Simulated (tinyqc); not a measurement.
Bloch-Grueneisen resistivity of a metal. Changing the temperature T. Computed by tinyqc, a small Python program. Command: `OMP_NUM_THREADS=1 python tinyqc.py 3019306 3019307 out.jsonl bg sweep`. One thread of a shared host (Intel(R) Xeon(R) Processor @ 2.30GHz), about 0.01 s of CPU time with the checks.

Electrons scatter from a Debye spectrum of phonons (n = 5 for scattering within one band, n = 3 for scattering into a second, heavy band) and from static defects.

Inputs (values chosen for the exercise, modelled on platinum):
```
quantity                      value         unit
exponent n                        3            -
Debye temperature Theta         220            K
transport coupling lambda_tr   0.46            -
Drude plasma energy hbar w_p    6.8           eV
residual resistivity rho_0    0.015  microohm cm
```

Addition: none.

Constants: k_B = 1.380649e-23 J/K; hbar = 1.054571817e-34 J s; eps_0 = 8.8541878128e-12 F/m; hbar = 6.582119569e-16 eV s; k_B = 8.617333262e-05 eV/K.

Method:
- rho_ph = (n - 1) rho_1 (T/Theta)^n J_n(Theta/T), with rho_1 = 2 pi lambda_tr k_B Theta/(hbar eps_0 w_p^2), the high-temperature line at T = Theta.
- J_n(y) = int_0^y x^n e^x/(e^x - 1)^2 dx, by 96 Gauss-Legendre points (upper limit at most 60).
- Matthiessen's rule: rho = rho_0 + rho_ph.
- Temperature coefficient (1/rho) d rho/dT by a central difference of +/- 0.5 K; residual ratio rho(295 K)/rho(4.2 K); scattering time tau = 1/(eps_0 w_p^2 rho); Wiedemann-Franz kappa = L_0 T/rho, L_0 = (pi^2/3)(k_B/e)^2.

One run for each value; columns: (1) temperature T (K); (2) resistivity rho (microohm cm); (3) phonon resistivity rho_ph (microohm cm); (4) temperature coefficient (1e-3/K); (5) Wiedemann-Franz conductivity (W/(m K)):
```
(1)        (2)        (3)    (4)    (5)
10   2.693e-02  1.193e-02  133.0  907.0
16   6.386e-02  4.886e-02  143.2  612.1
27   2.424e-01  2.274e-01   97.9  272.1
45   8.469e-01  8.319e-01   48.2  129.8
74   2.141e+00  2.126e+00   21.5   84.5
120  4.216e+00  4.201e+00   10.4   69.5
200  7.635e+00  7.620e+00    5.5   64.0
330  1.299e+01  1.297e+01    3.1   62.1
550  2.189e+01  2.188e+01    1.8   61.4
900  3.596e+01  3.595e+01    1.1   61.1
```

Over the rows, resistivity rho (microohm cm) rises from 0.0269 to 36.0 (exponent d ln y / d ln x 1.8 between the first rows and 1.0 between the last); phonon resistivity rho_ph (microohm cm) rises from 0.0119 to 35.9 (exponent d ln y / d ln x 3.0 between the first rows and 1.0 between the last); temperature coefficient (1e-3/K) goes from 133 through a maximum among these rows, 143 at 16.0, to 1.12. At the high end the exponent of phonon resistivity rho_ph is 1.01, close to 1: the linear law of classical vibrations.

Caution (rows 10.0, 16.0, 27.0, 45.0, 74.0, 120): below about Theta/2 small-angle phonon scattering degrades heat flow more than charge flow, so a thermal conductivity taken from rho by the Wiedemann-Franz law would be too high.

Extremes, crossings and ranges named in words are read from the listed rows.
